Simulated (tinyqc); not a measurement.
# Donor binding, ionisation and the Mott limit: Freeze-out

Hydrogenic donor: Ry = (m0 q^3/(8 eps0^2 h^2)) me/eps_r^2 in eV, E0 = cc Ry, radius a = q/(8 pi eps0 eps_r E0), Mott density Nm = (0.26/a)^3. Below Nm the level sinks as Ed = E0 [1 - (N/Nm)^(1/3)]. Neutrality: Nc F12(eta) = N/(1 + 2 exp(eta + Ed/kB T)), F12(x) = (2/sqrt(pi)) int_0^infinity sqrt(u)/(1 + exp(u - x)) du.

Nc is given at 200 K and scales as T^1.5.

Values chosen for this exercise; band and dielectric values close to those of gallium phosphide:
- eps_r = 10.9 (relative permittivity)
- me = 0.301 m0 (mass in the hydrogenic formula, set independently of Nc)
- Nc = 9.91e18 cm^-3 (conduction-band density of states at 200 K)
- cc = 1.6 (ratio of the true binding energy to the hydrogenic one)
- N = 4.9e16 cm^-3 (donor density)

Constants: q = 1.602176634e-19 C, kB = 1.380649e-23 J/K, eps0 = 8.8541878128e-12 F/m, h = 6.62607015e-34 J s, m0 = 9.1093837015e-31 kg, Vt = kB T/q. Results are converted to the units shown.

Result of one run:

| eta | n (cm^-3) | ionised (%) | ln(n/T^0.75) |
|---|---|---|---|
| -7.799 | 4.336e14 | 0.8848 | 30.85 |

Which temperature T gave this result: 45, 60, 150, 300 or 400 K?

T = 45 K.

The whole series:

| T (K) | eta | n (cm^-3) | ionised (%) | ln(n/T^0.75) |
|---|---|---|---|---|
| 30 | -10.45 | 1.671e13 | 0.03410 | 27.90 |
| 45 | -7.799 | 4.336e14 | 0.8848 | 30.85 |
| 60 | -6.557 | 2.312e15 | 4.719 | 32.31 |
| 80 | -5.730 | 8.131e15 | 16.59 | 33.35 |
| 110 | -5.253 | 2.112e16 | 43.10 | 34.06 |
| 150 | -5.200 | 3.543e16 | 72.31 | 34.35 |
| 220 | -5.536 | 4.501e16 | 91.86 | 34.30 |
| 300 | -5.947 | 4.754e16 | 97.01 | 34.12 |
| 400 | -6.362 | 4.837e16 | 98.71 | 33.92 |

The ionised share rises from 0.0341 to 98.7 %. Between the first two rows ln(n/T^0.75) has the slope -22.9 meV against q/kB T; deep freeze-out without compensation gives -Ed/2 = -22.9 meV.

Range of the model: A sharp level with degeneracy 2 overstates freeze-out near Nm, where the impurity band broadens and merges with the conduction band.

tinyqc, about 0.01 s, one thread, Intel Xeon 2.30GHz (shared host): `OMP_NUM_THREADS=1 python tinyqc.py 2330048 2330049 out.jsonl`
